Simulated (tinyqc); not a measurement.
Static screening by free carriers: one step. A donor in the screened potential. Three cases, with inputs chosen for the exercise.

Task: Evaluate both terms at a = aD.

Donor in the screened potential -(e2/eps) exp(-qs r)/r with the trial function exp(-r/a): E(a) = c/(m a^2) - (e2/eps) 4/(a (2 + qs a)^2), e2 = e^2/(4 pi eps0), c = hbar^2/2m0; isotropic mass.

Constants: hbar^2/2m0 = 3.80998211 eV angstrom^2; e^2/(4 pi eps0) = 14.39964547 eV angstrom.

Case 1.

Values chosen (out of a larger set: near those of InAs; not measured data): aD = 215.1 angstrom (trial radius); m = 0.0257 m0 (mass of one isotropic valley); eps = 14.9 (background dielectric constant).

qs = 0.00151687 1/angstrom

Case 2.

Values chosen (out of a larger set: near those of Si; not measured data): aD = 26.1 angstrom (trial radius); m = 0.3178 m0 (mass of one isotropic valley); eps = 11.6 (background dielectric constant).

qs = 0.0277723 1/angstrom

Case 3.

Values chosen (out of a larger set: near those of GaAs; not measured data): aD = 83.8 angstrom (trial radius); m = 0.0654 m0 (mass of one isotropic valley); eps = 13.1 (background dielectric constant).

qs = 0.00426223 1/angstrom

Give: kinetic term; potential term; E(aD); unscreened level -m Ry/eps^2 (Ry = 13.60569312 eV).

Result:

Case 1.

kinetic term = 3.204 meV
potential term = -3.321 meV
E(aD) = -0.117 meV
unscreened level -m Ry/eps^2 (Ry = 13.60569312 eV) = -1.575 meV

Case 2.

kinetic term = 17.599 meV
potential term = -25.623 meV
E(aD) = -8.024 meV
unscreened level -m Ry/eps^2 (Ry = 13.60569312 eV) = -32.134 meV

Case 3.

kinetic term = 8.296 meV
potential term = -9.443 meV
E(aD) = -1.147 meV
unscreened level -m Ry/eps^2 (Ry = 13.60569312 eV) = -5.185 meV

This trial radius gives a bound state.

Computed by tinyqc, one run a case: `OMP_NUM_THREADS=1 python tinyqc.py N N+1 out.jsonl` with N = 1650040, 1650109, 1651384; one thread of a shared Intel(R) Xeon(R) Processor @ 2.30GHz, about 0.01 s a run at most.
